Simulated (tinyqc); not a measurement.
Worked calculation: time-dependent dielectric breakdown: cell percolation, Weibull statistics, area scaling and voltage extrapolation. Computed by tinyqc, a small Python program that keeps every step. Command: `OMP_NUM_THREADS=1 python tinyqc.py 3020527 3020528 out.jsonl tddb walk`. One thread of a shared host (Intel(R) Xeon(R) Processor @ 2.30GHz), about 0.01 s of CPU time with the checks. Intermediate numbers are printed to about 5 digits and carried at full precision; extremes and crossings named in words are read from the listed rows.

The oxide is divided into columns of area a^2, each holding m = t_ox/a cells (m is taken as continuous). A share lambda(t) = (t/t_1)^alpha of the cells is defective, and a column whose cells are all defective breaks down.

Inputs (values chosen for the exercise, for a model gate oxide):
```
quantity                                                   value  unit
oxide thickness t_ox                                         5.9    nm
defect cell size a                                           1.6    nm
exponent alpha of defect growth                              0.3     -
time t_1 at which the occupied share would reach 1       9.5e+12     s
test area A                                                 2000  um^2
product area A_u                                          100000  um^2
stress voltage V                                            7.58     V
use voltage V_u                                              3.2     V
local exponent n = -d ln t/d ln V at the stress voltage       43     -
activation energy E_a                                       0.64    eV
stress temperature T                                         105     C
use temperature T_u                                          100     C
allowed failure fraction F                                 1e-05     -
```

Voltage law used: power.

Constants: k_B = 8.617333262e-05 eV/K.

## Weibull parameters from the cell model

Failure fraction F = 1 - (1 - lambda^m)^N with N = A/a^2 columns, which for small lambda^m is 1 - exp(-(t/t63)^beta) with beta = alpha m and t63 = t_1 N^(-1/beta); critical share lambda(t63) = N^(-1/m). 1 um^2 = 1e6 nm^2.

cells per column m = 3.6875

columns N = 7.8125e+08

Weibull slope beta = 1.10625

characteristic life t63 = 86905 s

critical share of defective cells = 0.0038761

Times between F = 10 % and 90 % span a factor 16.3: the smaller beta = alpha m, the wider the scatter. Caution: t_1 is an input here; in a real oxide it changes with thickness at fixed voltage.

## A sample of breakdown times

uniform random numbers u: 0.6102  0.9018  0.1467  0.4514  0.5288  0.5997  0.8356  0.6229  0.6076  0.3082  0.5088  0.9498

Each device fails at t = t63 (-ln(1 - u))^(1/beta). Sort the times; median rank F_i = (i - 0.3)/(n_s + 0.4) for n_s devices; W = ln(-ln(1 - F_i)).

Weibull plot:
```
i        t (s)      F_i    ln t        W
1   1.6454e+04  0.05645   9.708  -2.8455
2   3.5243e+04  0.13710  10.470  -1.9142
3   5.4797e+04  0.21774  10.911  -1.4042
4   6.3839e+04  0.29839  11.064  -1.0374
5   6.7204e+04  0.37903  11.115  -0.7413
6   8.0242e+04  0.45968  11.293  -0.4852
7   8.1820e+04  0.54032  11.312  -0.2520
8   8.2345e+04  0.62097  11.319  -0.0303
9   8.4958e+04  0.70161  11.350   0.1901
10  1.4825e+05  0.78226  11.907   0.4216
11  1.8602e+05  0.86290  12.134   0.6867
12  2.3402e+05  0.94355  12.363   1.0558
```

## Fitting the sample

W = ln(-ln(1 - F_i)) with the median ranks F_i. Least squares in W: W = beta ln t - beta ln t63. Maximum likelihood: solve sum t^b ln t/sum t^b - 1/b = mean of ln t for b, then t63 = (mean of t^b)^(1/b).

slope by least squares = 1.5397

t63 by least squares = 1.0796e+05 s

slope by maximum likelihood = 1.6544

t63 by maximum likelihood = 1.0635e+05 s

The true values are beta = 1.106 and t63 = 86900 s. With 12 devices the standard error of the maximum-likelihood slope is about 0.78 beta/sqrt(n_s) = 0.25; the fits miss by +0.43 and +0.55, and t63 by +24 and +22 %.

## Projection to use conditions

All three voltage laws share the slope n at the stress voltage. Factor t(V_u)/t(V): E law exp(n (1 - V_u/V)); 1/E law exp(n (V/V_u - 1)); power law (V/V_u)^n. Temperatures in kelvin are T(C) + 273.15. Temperature factor exp[(E_a/k_B)(1/T_u - 1/T)]; area factor (A/A_u)^(1/beta); percentile factor (-ln(1 - F))^(1/beta); life = t63 x all four; 1 year = 3.15576e7 s.

voltage factor = 1.2715e+16

temperature factor = 1.3010

area factor = 0.029121

percentile factor = 3.0215e-05

projected life = 4.0086e+07 years

Area and percentile together cost 6.1 decades, voltage and temperature return 16.2; a ten-year target is met. Caution: a voltage factor of more than nine decades rests wholly on the chosen law and cannot be tested.

## Three voltage laws

Life = t63 x voltage, temperature, area and percentile factors, the last three as above.

Log10 of the life in years:
```
V_u/V  V_u (V)    E law  1/E law  power law
1.00     7.580  -8.5013   -8.501    -8.5013
0.95     7.201  -7.5676   -7.518    -7.5434
0.90     6.822  -6.6339   -6.426    -6.5338
0.80     6.064  -4.7664   -3.833    -4.3342
0.70     5.306  -2.8989   -0.498    -1.8405
0.60     4.548  -1.0315    3.948     1.0382
0.50     3.790   0.8360   10.173     4.4430
0.40     3.032   2.7035   19.511     8.6101
```

At V_u/V = 0.9 the laws differ by 0.21 decades at most, and at 0.5 by 9.3. The E law is the most cautious and the 1/E law the most hopeful. Ten years are reached at V_u/V = 0.491 (E), 0.663 (1/E), 0.601 (power). Caution: the rows at low voltage extrapolate over many decades and cannot be tested.

Checks made by the program: Weibull form against the exact column count at t63 (relative difference 4e-10).
